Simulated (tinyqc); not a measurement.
Fully depleted semiconductor-on-insulator film with two gates, non-linear Poisson equation by Newton steps: one step of the calculation.

One dimension across the film, front interface at x = 0, back interface at x = ts. psi is counted from the intrinsic level, n = ni exp(psi/Vt) (source grounded), holes neglected, acceptors ionised. Gates act through Cox = eps0 eox/tox and Cbox = 3.9 eps0/tb with potentials G1 = Vg - (phiM - chi - Vt ln(Nc/ni)) and G2 = Vb - (phiB - chi - Vt ln(Nc/ni)). Classical Boltzmann densities, no interface charge, no depletion in the back plane.

Problem. Newton step. Solve a d_(i-1) + b_i d_i + a d_(i+1) = -F_i for all nodes. Half of the step is added while the largest |d| exceeds 1.5 Vt, the full step after that.

Inputs (values chosen for the exercise):
- T = 350 K (temperature)

Constants: q = 1.602176634e-19 C, kB = 1.380649e-23 J/K, Vt = kB T/q. Results are converted to the units shown.

a = 13.896756 uF/cm^2

```
node  diagonal b (F/cm^2)  residual F (C/cm^2)  psi at the start (V)
0           -1.9332244e-5         9.2922551e-7                  0.08
1           -2.7793513e-5       -1.1979936e-11                  0.08
2           -2.7793513e-5       -1.1979936e-11                  0.08
3           -2.7793513e-5       -1.1979936e-11                  0.08
4           -2.7793513e-5       -1.1979936e-11                  0.08
5           -2.7793513e-5       -1.1979936e-11                  0.08
6           -2.7793513e-5       -1.1979936e-11                  0.08
7           -2.7793513e-5       -1.1979936e-11                  0.08
8           -2.7793513e-5       -1.1979936e-11                  0.08
9           -2.7793513e-5       -1.1979936e-11                  0.08
10          -2.7793513e-5       -1.1979936e-11                  0.08
11          -1.3998319e-5         4.4778754e-8                  0.08
```

Give: Newton step d, before damping; psi after iteration 1.

Solution.

```
node  Newton step d, before damping (V)  psi after iteration 1 (V)
0                                0.1755                     0.1678
1                                0.1773                     0.1687
2                                0.1791                     0.1695
3                                0.1809                     0.1704
4                                0.1827                     0.1713
5                                0.1845                     0.1722
6                                0.1863                     0.1731
7                                0.1880                     0.1740
8                                0.1898                     0.1749
9                                0.1916                     0.1758
10                               0.1934                     0.1767
11                               0.1952                     0.1776
```

Numbers from tinyqc (`OMP_NUM_THREADS=1 python tinyqc.py 2190013 2190014 out.jsonl`; about 0.3 s on one thread of a shared Intel Xeon 2.30GHz).
